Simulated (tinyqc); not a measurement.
The basis set: RHF and MP2 along a ladder of basis sets, for BeH2, spin multiplicity 1. Computed by the program tinyqc with PySCF. Command: `OMP_NUM_THREADS=1 python tinyqc.py 111345 111346 out.jsonl`; one thread of a shared host (Intel(R) Xeon(R) Processor @ 2.60GHz), about 2 s.

Geometry (angstrom):
```
atom       x        y       z
Be    0.0000   0.0000  0.0000
H     0.0000   1.2510  0.0000
H     0.0000  -1.3500  0.0000
```

Same geometry throughout; the dipole is taken about the origin.

RHF and frozen-core MP2 in a ladder of bases:
```
basis    functions  E(RHF) (hartree)  E(MP2 corr) (hartree)  HOMO (eV)  LUMO (eV)  dipole (debye)
sto-3g           7        -15.559237              -0.022294   -11.5691     5.7379          0.0095
3-21g           13        -15.671140              -0.027903   -12.2594     2.2461          0.1606
6-31g           13        -15.756985              -0.028089   -12.2259     2.4635          0.1754
6-31g**         24        -15.764382              -0.048827   -12.1591     2.5082          0.1653
cc-pvdz         24        -15.764777              -0.050894   -12.2100     1.9311          0.1628
cc-pvtz         58        -15.769209              -0.060750   -12.2608     1.6479          0.1689
```

From cc-pVDZ to cc-pVTZ the RHF energy falls by 4.4 mhartree and the correlation energy by 9.9. If valence correlation converges as X^-3, (27 E(T) - 8 E(D))/19 gives -0.0649 hartree, a rough estimate from such small X that usually falls short; STO-3G holds about 34 % of it. Beyond STO-3G the LUMO moves by 0.9 eV and the HOMO by 0.1 eV.
